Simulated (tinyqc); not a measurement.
Threshold-voltage variability of a planar MOSFET, analytic estimates: one step of the calculation.

Three independent sources add in quadrature: random dopants in the depleted layer, metal-gate grains of two orientations, and roughness of the two gate edges acting through the roll-off VT = VT(long) - Vr exp(-L/l). These are first-order estimates: no three-dimensional electrostatics, no percolation.

Problem. Margin in standard deviations for the wanted yield. Cells fail independently with probability Q(k) = erfc(k/sqrt(2))/2 when the margin is k standard deviations, and Y = exp(-Nb Q(k)). phi = exp(-k^2/2)/sqrt(2 pi). Newton steps on ln Q(k) = ln(-ln(Y)/Nb): k(new) = k + [ln Q - ln(-ln(Y)/Nb)] Q/phi.

Values chosen for this exercise: number of cells Nb = 65536; wanted yield Y = 0.961.

k after iteration 1 = 4.9358708

Find: Q(k); phi; k after iteration 2.

Solution.

Q(k) = 3.9897e-7
phi = 2.0445e-6
k after iteration 2 = 4.8540

tinyqc, about 0.01 s, one thread, Intel Xeon 2.30GHz (shared host): `OMP_NUM_THREADS=1 python tinyqc.py 2090164 2090165 out.jsonl`
